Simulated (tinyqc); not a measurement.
# Which input was changed?

Model: Born-von Karman spring model of a cubic crystal with one atom per cell. Computed by tinyqc, a small Python program. Command: `OMP_NUM_THREADS=1 python tinyqc.py 3020889 3020890 out.jsonl springs which`. One thread of a shared host (Intel(R) Xeon(R) Processor @ 2.30GHz), about 0.6 s of CPU time with the checks.

First neighbours lie at a (1,0,0) (6 of them), second at a (1,1,0) (12), with all permutations and signs; the volume per atom is Omega = a^3.

Inputs (values chosen for the exercise, for a model crystal):
```
quantity               value           unit
lattice constant a      3.29       angstrom
atomic mass M            117              u
radial spring k1L      0.337  eV/angstrom^2
transverse spring k1T      0  eV/angstrom^2
radial spring k2L       0.18  eV/angstrom^2
transverse spring k2T      0  eV/angstrom^2
```

Lattice: sc.

Constants: 1 eV/angstrom^3 = 160.2176634 GPa; u = 1.6605390666e-27 kg; nu for 1 eV/(angstrom^2 u) = 15.6333042 THz; hbar = 1.054571817e-34 J s; k_B = 1.380649e-23 J/K.

Method:
- [ij,kl] = (1/(2 Omega)) sum_R K_ij R_k R_l; C11 = [xx,xx], C44 = [xx,yy], C12 = 2 [xy,xy] - C44; B = (C11 + 2 C12)/3; Zener ratio A = 2 C44/(C11 - C12). K(R) = kL n n^T + kT (1 - n n^T).
- rho = M/Omega and v = sqrt(C/rho), with C = C11, C44, C44 along [100]; (C11 + C12 + 2 C44)/2, C44, (C11 - C12)/2 along [110]; (C11 + 2 C12 + 4 C44)/3 and twice (C11 - C12 + C44)/3 along [111].
- A neighbour at R with unit vector n couples by the matrix K(R) = kL n n^T + kT (1 - n n^T), and D(q) = (1/M) sum_R K(R) [1 - cos(q.R)].
- An eigenvalue lambda of D in eV/(angstrom^2 u) gives nu = 15.6333042 THz x sqrt(lambda).
- Take the highest frequency at X = (0.5, 0, 0) (2 pi/a).
- Christoffel matrix G_xx = C11 n_x^2 + C44 (1 - n_x^2), G_xy = (C12 + C44) n_x n_y, with eigenvalues rho v^2; v_m^-3 is the mean of v^-3 over three branches and all directions (12 Gauss-Legendre points in cos(theta) times 24 angles phi = (j + 1/2) pi/12); q_D = (6 pi^2/Omega)^(1/3); Theta = hbar v_m q_D/k_B.

Task: One of these inputs alone was changed, within the range given: lattice constant a (1.645 to 6.58); atomic mass M (58.5 to 234); radial spring k1L (0.1685 to 0.674); radial spring k2L (0.09 to 0.36). Which one, and to what value?

Results:
```
run     highest frequency at X (THz)  elastic Debye temperature (K)  C44 (GPa)
before                      2.413261                       136.5944   8.765708
after                       2.669735                       151.1113   8.765708
```

Result:

Each candidate set to reproduce highest frequency at X, and what it then gives:
```
candidate                           range searched  value needed  elastic Debye temperature (K)  C44 (GPa)
lattice constant a (angstrom)        1.645 to 6.58     no effect                              -          -
atomic mass M (u)                      58.5 to 234         95.60                         151.11      8.766
radial spring k1L (eV/angstrom^2)  0.1685 to 0.674        0.4930                         143.38      8.766
radial spring k2L (eV/angstrom^2)     0.09 to 0.36        0.2580                         156.81     12.565
```

Only atomic mass M fits every result: it went from 117 to 95.6 u. The next best candidate, radial spring k1L, misses one result by 5.1 %.
